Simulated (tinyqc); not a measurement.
Inside a calculation. Model: physical sputtering: collision-cascade yield, angular dependence, faceting and resputtering in deposition. Computed by tinyqc, a small Python program that keeps every step. Command: `OMP_NUM_THREADS=1 python tinyqc.py 3004545 3004546 out.jsonl sputter walk`. One thread of a shared host (Intel(R) Xeon(R) Processor @ 2.30GHz), about 0.01 s of CPU time with the checks. Intermediate numbers are printed to about 6 digits and carried at full precision; extremes and crossings named in words are read from the listed rows.

Ions start collision cascades; atoms that reach the surface with more than U leave. The target is amorphous or fine-grained.

Inputs (values chosen for the exercise, modelled on argon ions on aluminium):

| quantity | value | unit |
|---|---|---|
| ion Z1 | 18 | - |
| ion mass M1 | 39.95 | u |
| target Z2 | 13 | - |
| target mass M2 | 26.98 | u |
| surface binding energy U | 3.39 | eV |
| target density N | 60.2 | 1/nm^3 |
| fit factor Q | 1 | - |
| ion energy E | 12000 | eV |
| current density J | 1.7 | mA/cm^2 |
| angular exponent f | 2.3 | - |
| angle of the largest yield | 73 | degrees |
| angle of incidence | 25 | degrees |
| deposition rate over sputter rate on a flat surface, D/S | 5.9 | - |

Constants: e = 1.602176634e-19 C.

## Yield at normal incidence

gamma = 4 M1 M2/(M1 + M2)^2; threshold E_th = 6.7 U/gamma for M1 >= M2, else U (1 + 5.7 M1/M2)/gamma. eps = 0.03255 M2 E/(Z1 Z2 (M1 + M2) z), z = (Z1^(2/3) + Z2^(2/3))^(1/2), E in eV; s_n = 3.441 sqrt(eps) ln(eps + 2.718)/(1 + 6.355 sqrt(eps) + eps (6.882 sqrt(eps) - 1.708)); S_n = 84.78 Z1 Z2 M1 s_n/((M1 + M2) z) in eV angstrom^2; alpha = 0.249 (M2/M1)^0.56 + 0.0035 (M2/M1)^1.5 for M1 <= M2, else 0.0875 (M2/M1)^(-0.15) + 0.165 M2/M1; Y0 = 0.042 Q alpha S_n/U [1 - sqrt(E_th/E)]^2.5 (the electronic-loss factor of the full formula is dropped). Erosion rate = Y0 J/(e N); 1 cm^2 = 1e14 nm^2.

energy transfer factor gamma = 0.962448

threshold E_th = 23.5992 eV

reduced energy eps = 0.191108

nuclear stopping S_n = 1341.62 eV angstrom^2

alpha = 0.204238

yield Y0 = 3.03088 atoms per ion

erosion rate = 320.526 nm/min

The threshold factor is 0.893; the energy cost is 3960 eV per removed atom, 1170 times U.

## Oblique incidence

Angular law: Y/Y0 = t^f exp(-f cos(a_opt)(t - 1)), t = 1/cos(angle), largest at a_opt. A plane tilted by the angle recedes along the beam at a speed proportional to Y(angle), and along its own normal as Y cos(angle).

Y/Y0 at the angle = 1.16970

yield at the angle = 3.54523 atoms per ion

normal speed relative to a flat surface = 1.06011

largest Y/Y0 = 3.32288

## Deposition with resputtering

With a directional flux, net growth along the beam is D - S Y(angle)/Y0. Slopes where Y/Y0 exceeds D/S are etched: solve Y/Y0 = D/S below a_opt, if the largest Y/Y0 exceeds D/S. The normal speed is largest where f (1 - cos(a_opt)/cos(angle)) = 1, cos(angle) = f cos(a_opt)/(f - 1), or at angle 0 if this exceeds 1.

Angle of zero net growth: none: every slope grows

angle of the largest normal speed = 58.8505 degrees

Deposition outweighs sputtering at every angle, so no slope is cut back.

## Yield over energy

The formulas are those given above.

Normal incidence:

| E (eV) | eps | S_n (eV angstrom^2) | Y0 | Y0 per keV |
|---|---|---|---|---|
| 50 | 7.96282e-04 | 277.24 | 0.03845 | 0.76894 |
| 100 | 1.59256e-03 | 369.25 | 0.17716 | 1.77156 |
| 200 | 3.18513e-03 | 482.72 | 0.42654 | 2.13269 |
| 300 | 4.77769e-03 | 558.98 | 0.62116 | 2.07054 |
| 500 | 7.96282e-03 | 664.53 | 0.91150 | 1.82300 |
| 1000 | 1.59256e-02 | 821.20 | 1.36946 | 1.36946 |
| 2000 | 3.18513e-02 | 985.99 | 1.87158 | 0.93579 |
| 5000 | 7.96282e-02 | 1194.76 | 2.53041 | 0.50608 |
| 10000 | 1.59256e-01 | 1318.60 | 2.94600 | 0.29460 |
| 30000 | 4.77769e-01 | 1356.86 | 3.19768 | 0.10659 |
| 100000 | 1.59256e+00 | 1059.95 | 2.58027 | 0.02580 |

The yield per keV peaks at 200 eV among these rows, 8 times the threshold, the most economical range for removing atoms. Y0 varies as E^2.20 between the first rows and as E^-0.18 at the end; it peaks near 30000 eV, close to the broad maximum of nuclear stopping. Caution: the electronic-loss factor, dropped here, would lower the yields at the highest energies slightly.

Checks made by the program: position of the angular maximum (relative difference below 1e-10).
